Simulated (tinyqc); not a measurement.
The choice of windows: band offset from the macroscopic average of a supercell potential.

A model of the planar-averaged electrostatic energy of an electron in a periodic cell of N1 periods of A (L1 = N1 n1 h) and N2 periods of B (L2 = N2 n2 h), on z_j = j h: V(z) = f VA + (1 - f) VB + F t(z), VA = V1[0] + V1[1] cos(2 pi z/(n1 h)) + V1[2] cos(4 pi z/(n1 h)), VB the same with V2, n2 and z - L1. f = [tanh(z/w) - tanh((z - L1)/w) + tanh((z - L1 - L2)/w)]/2 + 1/2; t(z) = z - L1/2 in A and (L1/L2)(L1 + L2/2 - z) beyond, so that the cell is periodic.

Running mean over n points, periodic: for odd n the plain mean of the n points centred on j; for even n the n + 1 points with half weight at both ends. The macroscopic average applies the mean over n1 points and then over n2 points.

Parameters, chosen for this exercise (gaps near those of Si and GaP; not measured data):

| symbol | value | unit | meaning |
|---|---|---|---|
| h | 0.25 | angstrom | grid step |
| n1 | 7 |  | grid points per period of A |
| n2 | 6 |  | grid points per period of B |
| N1 | 5 |  | periods of A |
| N2 | 5 |  | periods of B |
| V1 | (-11.7, 3.7, 0.31) | eV | mean and two harmonics of the potential in A |
| V2 | (-4.73, 4.72, 0.17) | eV | the same in B |
| w | 0.39 | angstrom | width of the interfaces |
| F | 0 | eV/angstrom | slope in A from opposite charges on the two interfaces |

dV read at j = 17 and 50 after means over the numbers of points listed; ripple is the spread over the five points around each.

Results:

| windows | dV (eV) | ripple in A (meV) | ripple in B (meV) |
|---|---|---|---|
| none | 5.560 | 5378 | 6825 |
| 7 only | 7.669 | 0 | 1048 |
| 6 only | 7.491 | 874 | 0 |
| 8 only | 7.475 | 656 | 1343 |
| 8, 7 | 6.845 | 0 | 187 |
| 7, 6 | 6.970 | 0 | 0 |

Which rows can be used, and how does a wrong window show?

The last row matches both periods and lies 0 meV from the value of a thick cell, V2[0] - V1[0] = 6.970 eV. Against it the raw potential errs by -1.41 eV. No other row is within 20 meV of it. A window one point too long leaves a ripple of 656 meV in A, against 0 meV in the last row: the ripple is the sign to look for. Rows to use, with under 30 meV of ripple in both regions once the tilt is taken off: 7, 6. A row with a large ripple can hit the right value only by chance.

Program tinyqc; command `OMP_NUM_THREADS=1 python tinyqc.py 1880412 1880413 out.jsonl`; about 0.01 s on one thread of a shared Intel(R) Xeon(R) Processor @ 2.30GHz.
